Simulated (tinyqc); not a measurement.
The window in starting coverage: bottom-up copper filling of a trench by curvature-enhanced accelerator coverage. Computed by tinyqc, a small Python program. Command: `OMP_NUM_THREADS=1 python tinyqc.py 3008263 3008264 out.jsonl superfill walk`. One thread of a shared host (Intel(R) Xeon(R) Processor @ 2.30GHz), about 0.05 s of CPU time with the checks.

A rectangular trench keeps vertical walls and a flat floor. An accelerator floats on the surface; where area is lost in the corners it is passed on to the floor.

Inputs (values chosen for the exercise, close to those used for damascene copper plating):
```
quantity                                           value     unit
trench width w                                       290       nm
aspect ratio h/w                                     2.8        -
exchange current of the suppressed surface i_0     0.025  mA/cm^2
exchange current of the accelerated surface i_1      2.1  mA/cm^2
transfer coefficient alpha                          0.43        -
overpotential eta                                   0.14        V
adsorption rate k_a                                    0      1/s
cupric ion concentration C                           0.4    mol/l
diffusivity D                                    3.6e-06   cm^2/s
boundary layer delta                                  39       um
temperature T                                        298        K
```

Constants: e = 1.602176634e-19 C; N_A = 6.02214076e+23 1/mol; k_B = 8.617333262e-05 eV/K.

Method. Kinetic current i_k = [i_0 (1 - theta) + i_1 theta] exp(alpha eta/(k_B T)), limit i_L = 2 F D C/delta, i = 1/(1/i_k + 1/i_L); velocity v = i Omega/(2F), Omega = 7.11 cm^3/mol, F = e N_A. Depletion inside the trench is ignored. Half width x, floor height y, depth h = aspect ratio x w. dx/dt = -v_s, dy/dt = v_b. d theta_b/dt = k_a (1 - theta_b) + [theta_s v_b + theta_b v_s]/x: the floor takes the accelerator of the wall it covers and keeps its own as it narrows. d theta_s/dt = k_a (1 - theta_s). theta_b is capped at 1. Integrate (tolerance 1e-9) until the walls meet (x = 0.02 w/2) or the floor passes the original mouth y = h. Start: x = w/2, y = 0, theta_b = theta_s = theta_0. Height filled = y/h, opening left = x/(w/2).

Outcome:
```
theta_0  v(1)/v(theta_0)  height filled  opening left  time (s)
0.001             59.566         0.2646      0.020000    1371.7
0.003             51.681         0.4522      0.020000    1190.1
0.010             35.347         0.8894      0.020000     814.0
0.020             24.391         1.0000      0.022417     560.3
0.050             12.712         0.8868      0.020000     292.7
0.100              7.144         0.6853      0.020000     164.5
0.200              3.886         0.4869      0.020000      89.5
0.400              2.114         0.3260      0.020000      48.7
0.800              1.188         0.2061      0.020000      27.4
```

What follows from these numbers?

The fill succeeds for theta_0 by less than the digits shown, at 0.02 among these rows, with the widest margin at 0.02. Too little accelerator takes too long to concentrate. Too much speeds the walls as well and removes the contrast.
